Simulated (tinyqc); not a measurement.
Inside a calculation: thin-film optics by transfer matrices. Values are carried at full precision from step to step, so a last printed digit may differ when a step is redone from the rounded ones.

Indices N = n + i k. Snell: N0 sin(theta) = N_j sin(theta_j), with Im(N_j cos theta_j) >= 0. Admittance y_j = N_j cos theta_j for s and N_j/cos theta_j for p. Phase delta_j = 2 pi N_j cos theta_j d_j/lambda. Layer matrix [[cos delta, -i sin delta/y], [-i y sin delta, cos delta]], multiplied from the top down to M. (B, C) = M (1, y_sub); r = (y0 B - C)/(y0 B + C), R = |r|^2, T = 4 Re y0 Re y_sub/|y0 B + C|^2, absorbed in the films 1 - R - T.

Parameters, chosen for this exercise (indices near those of resist, SiO2 on Si; the results hold for these values, not for the real material):
- lam = 193 nm (vacuum wavelength)
- n0 = 1 (ambient index)
- n = (1.7, 1.554, 0.89) (n of resist, SiO2, substrate)
- k = (0.019, 0, 2.903) (k in the same order)
- d = (257, 2.5) nm (thicknesses, top first)
- theta = 75 degrees (angle of incidence)
- pol = s (polarisation)

## Angles, admittances and phases

Form cos theta_j, y_j and delta_j.

cos theta_j: ambient 0.2588, film 1 0.8230+0.0044i, film 2 0.7834, substrate 1.0414+0.0272i

y_j: ambient 0.2588, film 1 1.3990+0.0231i, film 2 1.2173, substrate 0.8478+3.0475i

delta_j (rad): film 1 11.7049+0.1932i, film 2 0.0991

## Layer matrices and their product

Form each matrix and multiply from the top down.

matrix of film 1:
```
[[0.6635+0.1475i, 0.0996+0.5509i],
 [0.1593+1.0843i, 0.6635+0.1475i]]
```

matrix of film 2:
```
[[0.9951, -0.0813i],
 [-0.1204i, 0.9951]]
```

M:
```
[[0.7266+0.1348i, 0.1111+0.4943i],
 [0.1763+0.9991i, 0.7484+0.1338i]]
```

Each matrix has determinant 1, and so has M.

## Reflection and transmission

Close the stack on the substrate.

B, C: [-0.6855+0.8924i, 0.4029+3.3932i]

r = -0.8791+0.1054i
R = 0.7839
T into the substrate = 0.0666
absorbed in the films = 0.1495

The bare substrate would reflect 0.9165.

## Ellipsometric angles

Ellipsometry: rho = tan(Psi) exp(i Delta) = -conj(r_p/r_s) with the r of the admittance formula, Delta in 0 to 360 degrees, so that a bare dielectric at small angles gives Delta = 180.

Repeat the steps for both polarisations.

r_s = -0.8791+0.1054i
r_p = -0.1890+0.1822i
Psi = 16.51 degrees
Delta = 217.12 degrees

## Checks

- R against the recursion of Airy sums from the substrate up: both 0.78394.

Program tinyqc; command `OMP_NUM_THREADS=1 python tinyqc.py 1682167 1682168 out.jsonl`; about 0.01 s on one thread of a shared Intel(R) Xeon(R) Processor @ 2.30GHz.
